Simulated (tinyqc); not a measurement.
Landau-Devonshire theory of a uniaxial ferroelectric: one step, computed by the program tinyqc.

G(P) = (alpha/2) P^2 + (beta*/4) P^4 + (gamma/6) P^6 - E P per volume, SI units, one domain, P along the polar axis.

Task: Temperatures of the first-order transition. T_C = T0* + 3 beta*^2/(16 alpha_0 gamma); the polar phase survives up to T1 = T0* + beta*^2/(4 alpha_0 gamma); at T_C Ps^2 = -3 beta*/(4 gamma); latent heat = (1/2) alpha_0 T_C Ps^2.

Inputs (values chosen for the exercise, modelled on barium titanate): alpha_0 = 665000 J m/(C^2 K); Curie-Weiss temperature T0 = 381 K; gamma = 1.73e+10 J m^9/C^6; temperature T = 342 K.

Sample: free crystal.

T0* = 381 K

beta* = -8.04e+08 J m^5/C^4

Give: transition temperature T_C; superheating limit T1; jump of Ps; latent heat.

Result:

transition temperature T_C = 391.54 K

superheating limit T1 = 395.05 K

jump of Ps = 18.670 microcoulomb/cm^2

latent heat = 4.5377 MJ/m^3

Thermal hysteresis can span at most T1 - T0* = 14.0 K.
